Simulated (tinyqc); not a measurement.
Donor in an ellipsoidal valley (Kohn-Luttinger variational method). From radius a of the 1s trial function back to dielectric constant eps. Computed by tinyqc, a small Python program. Command: `OMP_NUM_THREADS=1 python tinyqc.py 3030062 3030063 out.jsonl kohnlutt inv`. One thread of a shared host (Intel(R) Xeon(R) Processor @ 2.30GHz), about 0.1 s of CPU time with the checks.

H = -(d^2/dx^2 + d^2/dy^2) - gamma d^2/dz^2 - 2/r in units built on m_t, with gamma = m_t/m_l and z along the valley axis. One valley; no valley-orbit or central-cell term.

Inputs (values chosen for the exercise, for a model semiconductor): transverse mass m_t = 0.0642 m_0; longitudinal mass m_l = 0.0957 m_0.

Constants: Ry = 13.605693123 eV; a_0 = 0.529177210903 angstrom.

Method:
- Ry* = Ry m_t/eps^2, a* = a_0 eps/m_t, gamma = m_t/m_l.
- Trial function exp(-sqrt((x^2 + y^2)/a^2 + z^2/b^2)) with beta = b/a < 1: E = t/a^2 - u/a, t = (2 + gamma/beta^2)/3, u = 2 arcsin(sqrt(1 - beta^2))/sqrt(1 - beta^2); the best a is 2 t/u and E(beta) = -u^2/(4 t).
- Golden-section search on beta from 0.05 to 0.999, 60 steps.

Question. A run gave the result below. Find the dielectric constant eps, known to lie between 5 and 13.

radius a of the 1s trial function = 54.68688 angstrom

Answer.

Each step takes the trial c = (a f_b - b f_a)/(f_b - f_a), f being the result less the target and a, b, c the logarithms of the listed values; c replaces end b, the old b replaces a if the sign of f changed, and otherwise f_a is halved.

Scan of the range:
```
dielectric constant eps  radius a of the 1s trial function (angstrom)
5.00                                                          37.9506
5.86                                                          44.4782
6.88                                                          52.2201
8.06                                                          61.1764
9.45                                                          71.7267
11.10                                                         84.2504
13.00                                                         98.6717
```

False position (Illinois rule, in the logarithm of the input) inside the bracket:
```
step    end a    end b    trial  radius a of the 1s trial function (angstrom)
1     6.88000  8.06000  7.18659                                       54.5471
2     8.06000  7.18659  7.20398                                       54.6792
3     8.06000  7.20398  7.20590                                       54.6937
4     7.20398  7.20590  7.20500                                       54.6869
5     7.20590  7.20500  7.20500                                       54.6869
```

Radius a of the 1s trial function rises at every point of a 13-point scan of the range (every second point is shown), so one value fits; it is bracketed by 6.88 and 8.06. The scan shows a pure power law with exponent 1.0000, so scaling from any one row also gives the answer directly. Answer: dielectric constant eps = 7.205.
